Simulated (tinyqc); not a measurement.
Worked calculation: anisotropic wet etching of Si(100): plane rates, V-grooves, membranes and undercut. Computed by tinyqc, a small Python program that keeps every step. Command: `OMP_NUM_THREADS=1 python tinyqc.py 3020761 3020762 out.jsonl wetetch walk`. One thread of a shared host (Intel(R) Xeon(R) Processor @ 2.30GHz), about 0.01 s of CPU time with the checks. Intermediate numbers are printed to about 7 digits and carried at full precision; extremes and crossings named in words are read from the listed rows.

A long slot opens the mask on a (100) wafer. The floor etches at R100; (111) walls stand at theta = arctan(sqrt2) = 54.7356 degrees to the surface and recede at R111 along their normal.

Inputs (values chosen for the exercise, close to those used for tetramethylammonium hydroxide solutions): prefactor k0 of the (100) rate = 6.5e+08 um/min; activation energy of (100), E = 0.62 eV; ratio (100)/(111) at 80 C = 39; extra energy of (111), dE = 0.14 eV; ratio (100)/oxide at 80 C = 2700; extra energy of the oxide, dE_ox = 0.22 eV; corner undercut rate over (100) rate, c = 2.6; bath temperature T = 75 C; width w (mask opening along <110>, or membrane width in the design step) = 19 um; misalignment of the mask = 0 degrees; etch time t = 130 min; wafer thickness d = 380 um; membrane thickness wanted = 12 um.

Constants: k_B = 8.617333262e-05 eV/K.

## Rates

R100 = k0 exp(-E/(k_B T)); a ratio given at 80 C scales as exp[(extra energy/k_B)(1/T - 1/353.15 K)]; R111 and R_ox follow by division. Temperatures in kelvin are T(C) + 273.15.

R100 = 0.6884410 um/min

R111 = 0.01652375 um/min

R_ox = 2.298334e-04 um/min

anisotropy R100/R111 = 41.66373

## Shape after the time t

A misaligned edge exposes ledges and adds R100 sin(misalignment) to the lateral rate (a simple estimate): u = R111/sin(theta) + R100 sin(misalignment). Top width W = w + 2 u t; floor width b = W - 2 z/tan(theta) = W - sqrt2 z. The floor lasts until b = 0, at t_V = w/(sqrt2 R100 - 2u); depth z = R100 t before t_V and W/sqrt2 after.

lateral rate u = 0.02023738 um/min

time t_V to close the V = 20.36162 min

top width W = 24.26172 um

depth z = 17.15563 um

floor width b = 0 um

The groove has closed to a V and now deepens at sqrt2 u = 0.0286 um/min, 4.2 % of R100.

## Designing a membrane from the back side

Etch depth d - membrane, time = depth/R100; for a membrane as wide as w the opening must be w + sqrt2 depth - 2 u time; oxide mask consumed R_ox x time; a 1 K error changes the depth by the fraction E/(k_B T^2); a convex mask corner, such as that of a mesa, would retreat by c x depth.

time to reach the membrane = 534.5411 min

opening needed = 517.7952 um

oxide consumed = 122.8554 nm

depth error per kelvin = 21.84408 um

retreat of a convex corner = 956.8 um

The error per kelvin is 182 % of the membrane, so a timed etch cannot hold it and an etch stop is needed. A corner retreat larger than the depth shows why mesas need compensation structures. Caution: the remaining silicon is too narrow for its thickness to act as a membrane. Caution: rates also depend on concentration, doping, additives and stirring, all held fixed here.

## Speed against selectivity over temperature

Each row etches to the depth d - membrane; undercut per side = (R111/sin(theta) + R100 sin(misalignment)) x time.

Etching to a fixed depth:
```
T (C)  R100 (um/min)  R100/R111  time (h)  undercut (um)  oxide consumed (nm)
30          0.032033   83.29000  191.4688        5.41129              41.3670
40          0.068351   70.18896   89.7322        6.42132              54.1314
50          0.139164   59.77846   44.0728        7.53961              69.6651
60          0.271498   51.40512   22.5907        8.76773              88.3088
70          0.509439   44.59517   12.0394       10.10661             110.4054
80          0.922440   39.00000    6.6490       11.55657             136.2963
90          1.616528   34.35959    3.7941       13.11733             166.3178
100         2.748968   30.47755    2.2311       14.78813             200.7982
```

From 30 to 100 C the time falls by a factor 85.8, while the oxide loss grows by 4.85 and the undercut by 2.73: the slower planes and the mask have the higher activation energies, so heat costs selectivity.

Checks made by the program: depth against time integration (relative difference below 1e-10).
